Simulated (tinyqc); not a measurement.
## Joule-heated wire on a substrate, fin equation: effect of the cross-section

A wire of length L loses heat along itself to two contacts and sideways to the substrate: kap A theta'' - g theta + p = 0 with theta = T - T0 and p(x) = p0 exp(-((x/L - x0)/sg)^2/2). Each end passes the heat flow theta/Rc to its contact. Constant conductivity, diffusive heat flow.

The equation is solved on 800 equal steps and the peak is the largest node value. LH = sqrt(kap A/g); the share is the integral of g theta over that of p.

Inputs (values chosen for the exercise): conductivity along the wire kap = 180 W/(m K); conductance per length to the substrate g = 0.27 W/(m K); length between the contacts L = 4000 nm; thermal resistance of each contact Rc = 6.4 K/uW; peak heating per length p0 = 0.0063 uW/nm; place of the hot spot as a share of L x0 = 0.7; width of the hot spot as a share of L sg = 0.13.

Effect of the cross-section:

| A (nm^2) | LH (nm) | L/LH | peak theta (K) | peak/(p0/g) | share to the substrate (%) |
|---|---|---|---|---|---|
| 91 | 246.3 | 16.24 | 19.92 | 0.8536 | 97.08 |
| 180 | 346.4 | 11.55 | 18.02 | 0.7724 | 95.12 |
| 360 | 489.9 | 8.165 | 15.68 | 0.6719 | 92.27 |
| 730 | 697.6 | 5.734 | 13.17 | 0.5646 | 88.71 |
| 1500 | 1000 | 4.000 | 10.89 | 0.4666 | 85.05 |
| 2900 | 1390 | 2.877 | 9.220 | 0.3952 | 82.27 |
| 5800 | 1966 | 2.034 | 7.931 | 0.3399 | 80.23 |

As A goes from 91 to 5800 nm^2, the peak theta falls from 19.9 to 7.93 K and the share of heat to the substrate falls from 97.1 to 80.2 %; L/LH goes from 16 to 2.0. Where L/LH is smallest the peak reaches 0.34 of p0/g, where it is largest 0.85.

tinyqc, about 0.01 s, one thread, Intel Xeon 2.30GHz (shared host): `OMP_NUM_THREADS=1 python tinyqc.py 2520049 2520050 out.jsonl`
